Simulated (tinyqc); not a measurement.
Inside a calculation. Method: ROHF in the sto-6g basis, for BeH, spin multiplicity 2. This run ends on a higher stationary point, not on the lowest solution. One step of it, computed by the program tinyqc.

Question. Iteration 2: Roothaan effective Fock matrix. With projectors Pc = D(beta) S, Po = (D(alpha) - D(beta)) S, Pv = 1 - D(alpha) S, the block xy is Px^T F Py; with Fc = (F(alpha) + F(beta))/2, the blocks are Fc for cc, oo, vv and cv, F(beta) for co and F(alpha) for ov.

F(alpha) (hartree), order 1Be 1s, 1Be 2s, 1Be 2px, 1Be 2py, 1Be 2pz, 2H 1s:
```
[[-4.621195, -1.244029, 0.000000, 0.000000, 0.001206, -0.049989],
 [-1.244029, -0.621606, 0.000000, 0.000000, 0.038434, -0.146922],
 [0.000000, 0.000000, 0.175969, 0.000000, 0.000000, 0.000000],
 [0.000000, 0.000000, 0.000000, 0.175969, 0.000000, 0.000000],
 [0.001206, 0.038434, 0.000000, 0.000000, 0.091114, -0.199902],
 [-0.049989, -0.146922, 0.000000, 0.000000, -0.199902, -0.302611]]
```

F(beta) (hartree), order 1Be 1s, 1Be 2s, 1Be 2px, 1Be 2py, 1Be 2pz, 2H 1s:
```
[[-4.600705, -1.245486, 0.000000, 0.000000, 0.002518, -0.046098],
 [-1.245486, -0.500233, 0.000000, 0.000000, -0.058055, -0.184841],
 [0.000000, 0.000000, 0.209141, 0.000000, 0.000000, 0.000000],
 [0.000000, 0.000000, 0.000000, 0.209141, 0.000000, 0.000000],
 [0.002518, -0.058055, 0.000000, 0.000000, 0.192246, -0.102953],
 [-0.046098, -0.184841, 0.000000, 0.000000, -0.102953, 0.123710]]
```

D(alpha) after iteration 1, order 1Be 1s, 1Be 2s, 1Be 2px, 1Be 2py, 1Be 2pz, 2H 1s:
```
[[1.069527, -0.274076, 0.000000, 0.000000, 0.028050, 0.021681],
 [-0.274076, 1.081866, 0.000000, 0.000000, -0.111263, -0.121142],
 [0.000000, 0.000000, 0.000000, 0.000000, 0.000000, 0.000000],
 [0.000000, 0.000000, 0.000000, 0.000000, 0.000000, 0.000000],
 [0.028050, -0.111263, 0.000000, 0.000000, 0.084929, 0.255984],
 [0.021681, -0.121142, 0.000000, 0.000000, 0.255984, 0.820652]]
```

D(beta) after iteration 1, order 1Be 1s, 1Be 2s, 1Be 2px, 1Be 2py, 1Be 2pz, 2H 1s:
```
[[1.038962, -0.158811, 0.000000, 0.000000, -0.020458, -0.112680],
 [-0.158811, 0.647184, 0.000000, 0.000000, 0.071668, 0.385552],
 [0.000000, 0.000000, 0.000000, 0.000000, 0.000000, 0.000000],
 [0.000000, 0.000000, 0.000000, 0.000000, 0.000000, 0.000000],
 [-0.020458, 0.071668, 0.000000, 0.000000, 0.007945, 0.042747],
 [-0.112680, 0.385552, 0.000000, 0.000000, 0.042747, 0.230015]]
```

overlap S, order 1Be 1s, 1Be 2s, 1Be 2px, 1Be 2py, 1Be 2pz, 2H 1s:
```
[[1.000000, 0.254764, 0.000000, 0.000000, 0.000000, 0.009750],
 [0.254764, 1.000000, 0.000000, 0.000000, 0.000000, 0.179006],
 [0.000000, 0.000000, 1.000000, 0.000000, 0.000000, 0.000000],
 [0.000000, 0.000000, 0.000000, 1.000000, 0.000000, 0.000000],
 [0.000000, 0.000000, 0.000000, 0.000000, 1.000000, 0.245372],
 [0.009750, 0.179006, 0.000000, 0.000000, 0.245372, 1.000000]]
```

Give: effective F.

Answer.

effective F (hartree), order 1Be 1s, 1Be 2s, 1Be 2px, 1Be 2py, 1Be 2pz, 2H 1s:
```
[[-4.6109, -1.2446, 0.0000, 0.0000, 0.0027, -0.0472],
 [-1.2446, -0.5971, 0.0000, 0.0000, -0.0087, -0.1480],
 [0.0000, 0.0000, 0.1926, 0.0000, 0.0000, 0.0000],
 [0.0000, 0.0000, 0.0000, 0.1926, 0.0000, 0.0000],
 [0.0027, -0.0087, 0.0000, 0.0000, 0.1740, -0.1172],
 [-0.0472, -0.1480, 0.0000, 0.0000, -0.1172, -0.0608]]
```
